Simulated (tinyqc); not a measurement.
Worked calculation: band-to-band tunnelling across a p-n junction in a two-band chain. Values are carried at full precision from step to step, so a last printed digit may differ when a step is redone from the rounded ones.

Sites alternate A at -Eg/2 and C at +Eg/2 with hopping -t; near the edges, with k counted from the zone boundary pi/a, E^2 = (Eg/2)^2 + (t a k)^2, so t = sqrt(c Eg/m)/a gives the mass m, c = hbar^2/2m0. In the gap cosh(q a) = 1 + (Eg^2/4 - e^2)/(2 t^2), e the energy from the local mid-gap. The potential is V0 = Eg + ov on the p side (left), 0 on the n side, and falls linearly over the 2N sites of the junction, V_j = V0 (1 - j/(2N + 1)), j = 1 to 2N, site 1 being A. E = Eg/2 + x ov. A half chain that ends on a site of level e1 with neighbour e2 has g = (1 + z)/(E - e1), z = exp(-/+ i k a) the root with Im g < 0, cos(k a) = (E - e1)(E - e2)/(2 t^2) - 1. S_L = t^2 g (ending on C, shifted by V0), S_R = t^2 g (starting on A). T = 4 Im(S_L) Im(S_R) |G_(1,2N)|^2.

Constants: hbar^2/2m0 = 3.80998211 eV angstrom^2.

Values chosen for the exercise (gap and mass near those of GaSb; not measured data):
- Eg = 0.764 eV (gap)
- m = 0.0407 m0 (mass of electron and light hole)
- a = 6 angstrom (period (two sites))
- ov = 0.21 eV (overlap: top of the valence band on the p side above the conduction edge on the n side)
- N = 4 (periods in the small junction)
- x = 0.23 (energy above the n-side conduction edge, as a share of ov)

## Hopping, field and tunnelling length

Form t, V0, E, the field F = V0/((2N + 1) a/2) (1 V/angstrom = 100 MV/cm) and the length Eg/F over which E lies in the gap.

t = 1.4095 eV
V0 = 0.9740 eV
E = 0.4303 eV
F = 3.607 MV/cm
tunnelling length = 21.18 angstrom

So short a junction keeps the matrix small; its field is of the size of the 1 to 3 MV/cm of tunnel diodes.

## Self-energies of the two sides

Form cos(k a) and S for each side.

cos(k a): left -0.962327, right -0.990126

S_L, S_R (eV): [-0.08085-0.58351i, 0.02415-0.34285i]

## Recursive Green function

g_1 = 1/(E - e_1 - S_L); g_j = 1/(E - e_j - t^2 g_(j-1)), with S_R also subtracted at the last site; G_1j = G_1(j-1) (-t) g_j, G_11 = g_1; e_j is the site level plus V_j. The self-energies stand in the order S_L, S_R.

Sweep:
```
j  e_j (eV)       g_j (1/eV)      G_1j (1/eV)
1    0.4838   0.0802-1.7100i   0.0802-1.7100i
2    1.1396  -0.0706-0.2763i   0.6739-0.1390i
3    0.2673   0.7712-1.3956i  -0.4591+1.4768i
4    0.9231  -0.1718-0.2352i  -0.6008+0.2054i
5    0.0509   0.9769-0.6334i   0.6438-0.8191i
6    0.7067  -0.3411-0.1936i   0.5331-0.2182i
7   -0.1656   0.7195-0.2173i  -0.4739+0.3846i
8    0.4902  -0.5236-0.2679i  -0.4949+0.1048i
```

T = 0.2048

## WKB for the same field

T = exp(-2 I/F), I = integral of q de across the gap. Continuum: q = sqrt(Eg^2/4 - e^2)/(t a), I = pi Eg^2/(8 t a). Lattice: q from the cosh formula, 12 Gauss-Legendre points in u with e = (Eg/2) sin(u), u from -pi/2 to pi/2. F in V/angstrom is the value in MV/cm over 100.

I (eV/angstrom): continuum 0.027104, lattice 0.027042

T by WKB: continuum 0.2225, lattice 0.2233

The chain gives 0.2048, 0.917 times the lattice WKB value; the exponent is only 1.50, and reflections at the two kinks of the potential count.

## Checks

- G_(1,2N) from the sweep against inversion of the whole matrix (size): both 0.50592.

Program tinyqc; command `OMP_NUM_THREADS=1 python tinyqc.py 1481298 1481299 out.jsonl`; about 0.01 s on one thread of a shared Intel(R) Xeon(R) Processor @ 2.30GHz.
